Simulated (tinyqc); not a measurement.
Random telegraph noise from one oxide trap in a small MOSFET: one step of the calculation.

An acceptor-like trap exchanges electrons with the channel. Inversion charge Q = Cox u, u = n Vt W0(exp((Vg - VT)/(n Vt))), W0 the Lambert function, n = nf, Cox = eps0 eox/tox; linear regime Id = (W/L) mu Q Vd. Relative to threshold the surface potential rises by Vt ln(u/u0) and the oxide voltage by the rest of Vg - VT, with u0 = n Vt W0(1).

Question. Lorentzian spectrum. Spectrum S(f) = 4 dI^2/{(tc + te)[(1/tc + 1/te)^2 + (2 pi f)^2]}; corner fc = (1/tc + 1/te)/(2 pi); variance dI^2 tc te/(tc + te)^2. Give S at f = 0, at fc and at 10 fc.

tc = 2.1465632e-5 s
te = 1.1289280e-5 s
dI = 75.391085 nA

Find: fc; S(0); S(fc); S(10 fc); rms current.

Answer.

fc = 21512 Hz
S(0) = 3.7992e-20 A^2/Hz
S(fc) = 1.8996e-20 A^2/Hz
S(10 fc) = 3.7616e-22 A^2/Hz
rms current = 35.830 nA

The rms value is 0.475 of the step; it reaches its largest share, 1/2, when tc = te.

Range of the model: VT is taken as given; short-channel effects and the uneven flow of current among few electrons are left out.

tinyqc, about 0.01 s, one thread, Intel Xeon 2.30GHz (shared host): `OMP_NUM_THREADS=1 python tinyqc.py 2710020 2710021 out.jsonl`
